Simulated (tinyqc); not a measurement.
Inside a calculation. Method: bound state in one dimension: Numerov shooting, finite differences, DVR. Computed by tinyqc, a small Python program that keeps every step. Settings: points = 48. Command: `OMP_NUM_THREADS=1 python tinyqc.py 30356 30357 out.jsonl` (the two numbers bound the seeds that draw the settings). One thread of a shared host (Intel(R) Xeon(R) Processor @ 2.60GHz), about 0.01 s of CPU time with the checks.

## Numerov steps at E = 0.1

One particle of mass 1 in V = 2.36 (x^2 - 1.96^2)^2 / 1.96^4 (atomic units), psi = 0 at both ends:
```
parameter                 value
left end              -3.400000
right end              3.400000
intervals                    48
h                      0.141667
state sought (nodes)          1
```

k_i = 2 m (E - V_i); (1 + h^2 k_(i+1)/12) y_(i+1) = 2 (1 - 5 h^2 k_i/12) y_i - (1 + h^2 k_(i-1)/12) y_(i-1), from y_0 = 0, y_1 = 0.001.

Points along the way:
```
i           x         V           k         y
0   -3.400000  9.526695  -18.853391  0.000000
1   -3.258333  7.340468  -14.480937  0.001000
2   -3.116667  5.513933  -10.827865  0.002284
3   -2.975000  4.012307   -7.824613  0.004058
4   -2.833333  2.802354   -5.404709  0.006463
5   -2.691667  1.852386   -3.504771  0.009562
16  -1.133333  1.045688   -1.891375  0.064626
17  -0.991667  1.306388   -2.412776  0.074705
18  -0.850000  1.555773   -2.911547  0.088433
19  -0.708333  1.783796   -3.367593  0.107374
20  -0.566667  1.981954   -3.763909  0.133634
21  -0.425000  2.143292   -4.086583  0.170073
```

## Bisection on the node count

With more sign changes than the state has nodes (the last point included) the energy is too high, else too low; the bracket starts as 0.1 to 12.

Trials:
```
trial           E  sign changes  y at the right end   next
1      6.05000000             6            6.56e-03  lower
2      3.07500000             3           -7.52e-04  lower
3      1.58750000             2            3.77e-01  lower
4      0.84375000             0            5.25e-01  raise
5      1.21562500             2            1.47e-01  lower
6      1.02968750             1           -3.05e-03  raise
7      1.12265625             2            4.43e-02  lower
8      1.07617188             2            8.82e-03  lower
9      1.05292969             1           -8.37e-04  raise
10     1.06455078             2            3.17e-03  lower
11     1.05874023             2            9.46e-04  lower
12     1.05583496             1           -1.93e-06  raise
13     1.05728760             2            4.58e-04  lower
14     1.05656128             2            2.25e-04  lower
...           ...           ...                 ...    ...
29     1.05584128             2            5.84e-09  lower
30     1.05584127             2            2.43e-09  lower
31     1.05584126             2            7.30e-10  lower
```

eigenvalue = 1.05584126 hartree

## The same grid by other methods

Three-point finite differences and the sine-DVR kinetic matrix of Colbert and Miller on the same points.

Lowest levels (hartree):
```
state  finite differences       DVR
0                1.013344  1.015584
1                1.053484  1.055857
2                2.472651  2.477658
3                3.072265  3.086135
```
